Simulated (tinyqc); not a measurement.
Frequency dispersion of an accumulation capacitance by border traps, distributed model: one step of the calculation.

Traps spread evenly through the insulator exchange electrons with the semiconductor by tunnelling, with tau(x) = t0 exp(2 ka x) at depth x from the interface. The admittance per area Y seen at depth x obeys dY/dx = -Y^2/(i w eps0 eox) + q Nb ln(1 + i w tau)/tau, with Y(0) = i w Cs and w = 2 pi f; the gate sees Y(tox) = G + i w C. Working variable y = Y/(i w), in uF/cm^2. Cox = eps0 eox/tox.

Task. Capacitance and conductance at the gate. Beyond xe the traps are ignored, so 1/y(tox) = 1/y(xe) + (tox - xe)/(eps0 eox); C = Re y, G/w = -Im y, loss tangent G/(w C).

Inputs (values chosen for the exercise); permittivity close to that of hafnium oxide:
- eox = 18.6 (relative permittivity of the insulator)
- tox = 5.9 nm (insulator thickness)
- xe = 2.5 nm (depth down to which the steps are taken)

Constants: eps0 = 8.8541878128e-14 F/cm where lengths are in cm. Results are converted to the units shown.

y at xe = 3.0422226-0.1860290i uF/cm^2

Wanted: y at the gate; C; G/w; loss tangent.

Result.

y at the gate = 1.8703-0.0701i uF/cm^2
C = 1.8703 uF/cm^2
G/w = 0.070144 uF/cm^2
loss tangent = 0.037505

Program tinyqc, `OMP_NUM_THREADS=1 python tinyqc.py 2202044 2202045 out.jsonl`; Intel Xeon 2.30GHz, shared host, one thread, about 0.4 s.
